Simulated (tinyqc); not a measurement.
Trap in a gate oxide as a short-range spherical well, step by step. Values are carried at full precision from step to step, so a last printed digit may differ when a step is redone from the rounded ones.

A spherical well of radius R and depth V0 below the conduction edge, one mass m, c = hbar^2/2m0. The s level at binding Et solves k cot(k R) = -kappa with k = sqrt(m (V0 - Et)/c), kappa = sqrt(m Et/c); it exists for V0 > Vc = c (pi/2R)^2/m. Outside, psi falls as exp(-kappa r)/r.

Constants: hbar^2/2m0 = 3.80998211 eV angstrom^2; fine-structure constant alpha = 0.007297352564; hc = 1239.841984 eV nm; kB = 8.617333262e-05 eV/K.

Inputs chosen for the exercise (near those of Al2O3 on GaAs; shifted at random, so the results belong to these values and not to a real crystal): R = 3.7 angstrom (radius of the well); V0 = 4.82 eV (depth of the well); m = 0.315 m0 (mass); n_r = 1.68 (refractive index); dEc = 1.91 eV (conduction offset to the channel); Fox = 4.5 MV/cm (oxide field, lowering levels away from the channel); t0 = 0.94 x 1e-11 s (time constant at the interface); T = 300 K (temperature); EF = 0.05 eV (Fermi level above the channel edge); x = 15 angstrom (depth of the trap).

## The bound level

Solve for Et; the share outside is [sin^2(kR)/(2 kappa)]/[sin^2(kR)/(2 kappa) + R/2 - sin(2kR)/(4k)].

Et = 1.0677 eV
k = 0.5570 1/angstrom
kappa = 0.2971 1/angstrom
share outside = 0.371
Vc = 2.180 eV

The well is 2.21 times the critical depth. Since dEt/dV0 equals the share inside, 0.63, a 1 % change of V0 moves Et by 2.8 %. The decay length is 3.4 angstrom, 0.9 times R.

## Peak of the photo-ionisation cross-section

Lucovsky model (delta well, plane-wave final states, no local-field factor): sigma = (32 pi alpha c/(3 n_r m Et)) (x - 1)^(3/2)/x^3, x = h nu/Et, c = hbar^2/2m0; 1 angstrom^2 = 1e-16 cm^2.

The maximum lies at x = 2. Give the photon energy, its wavelength and sigma there.

h nu = 2.135 eV
wavelength = 581 nm
sigma = 20.6 x 1e-18 cm^2

With 37 % of the state outside the well the delta-well form is only a rough model of this centre.

## Level, tunnelling time and occupation

Energies from the conduction edge of the channel. The trap level at depth x is E_T = dEc - Et - e Fox x (1 MV/cm = 0.01 eV/angstrom). An electron at the channel edge tunnels with the WKB exponent S = (4/3) sqrt(m/c) [dEc^(3/2) - (dEc - e Fox x)^(3/2)]/(e Fox), c = hbar^2/2m0; tau = t0 exp(S); the occupation is f = 1/(1 + exp((E_T - EF)/kB T)), tau_c = tau/f and tau_e = tau/(1 - f). Lattice relaxation is left out; a level below the channel edge needs phonons as well, so tau is then a lower bound, while a level above it can also empty elastically at its own energy, through a thinner barrier, faster than this tau.

Give E_T, S, tau and ln(tau_c/tau_e) = (E_T - EF)/kB T.

E_T = 0.167 eV
S = 10.796
tau = 4.59e-07 s
ln(tau_c/tau_e) = 4.5

The level lies 5 kB T above EF, so the trap is mostly empty. A flat barrier would give S = 2 sqrt(m dEc/c) x = 11.92.

## Checks

- Et from the radial equation on a grid against the matching condition, eV: both 1.07.

(tinyqc, `OMP_NUM_THREADS=1 python tinyqc.py 1250081 1250082 out.jsonl`, Intel(R) Xeon(R) Processor @ 2.30GHz, 1 thread, shared host, about 0.01 s.)
